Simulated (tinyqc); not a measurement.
From steady carrier temperature back to energy relaxation time tau_E: velocity overshoot from momentum and energy balance equations after a field step. Computed by tinyqc, a small Python program. Command: `OMP_NUM_THREADS=1 python tinyqc.py 3015734 3015735 out.jsonl overshoot inv`. One thread of a shared host (Intel(R) Xeon(R) Processor @ 2.30GHz), about 0.1 s of CPU time with the checks.

At t = 0 the field jumps from 0 to F in a uniform sample. v is the drift velocity and u = w - (3/2) k_B T the excess energy per carrier.

Inputs (values chosen for the exercise, modelled on holes in silicon except for tau_E):
```
quantity                 value        unit
effective mass m          0.38         m_0
low-field mobility mu_0    460  cm^2/(V s)
saturation velocity v_s   0.85    1e7 cm/s
field after the step F      20       kV/cm
lattice temperature T      300           K
```

Scheme: explicit Euler.

Constants: m_0 = 9.1093837015e-31 kg; e = 1.602176634e-19 C; k_B = 8.617333262e-05 eV/K.

Method. dv/dt = e F/m - v/tau_m(u), du/dt = e F v - u/tau_E, tau_m(u) = tau_0/(1 + c u), tau_0 = m mu_0/e, c = mu_0/(e tau_E v_s^2); this choice gives the steady state v (1 + mu_0 F v/v_s^2) = mu_0 F, which saturates at v_s. Steady velocity v = 2 mu_0 F/(1 + sqrt(1 + 4 (mu_0 F/v_s)^2)); u = e F v tau_E; carrier temperature T + 2u/(3 k_B), neglecting the drift energy m v^2/2.

Problem. A run gave the result below. Find the energy relaxation time tau_E, known to lie between 0.42 and 0.73 ps.

steady carrier temperature = 727.9896 K

Solution.

Each step takes the trial c = (a f_b - b f_a)/(f_b - f_a), f being the result less the target and a, b, c the logarithms of the listed values; c replaces end b, the old b replaces a if the sign of f changed, and otherwise f_a is halved.

Scan of the range:
```
energy relaxation time tau_E (ps)  steady carrier temperature (K)
0.420                                                     653.293
0.461                                                     687.781
0.505                                                     724.793
0.554                                                     766.011
0.607                                                     810.593
0.666                                                     860.222
0.730                                                     914.057
```

False position (Illinois rule, in the logarithm of the input) inside the bracket:
```
step     end a     end b     trial  steady carrier temperature (K)
1     0.505000  0.554000  0.508640                         727.855
2     0.554000  0.508640  0.508793                         727.984
3     0.554000  0.508793  0.508806                         727.995
4     0.508793  0.508806  0.508800                         727.990
```

Steady carrier temperature rises at every point of a 13-point scan of the range (every second point is shown), so one value fits; it is bracketed by 0.505 and 0.554. The scan shows a straight line, so linear interpolation between any two rows gives the answer at once. Answer: energy relaxation time tau_E = 0.5088 ps.
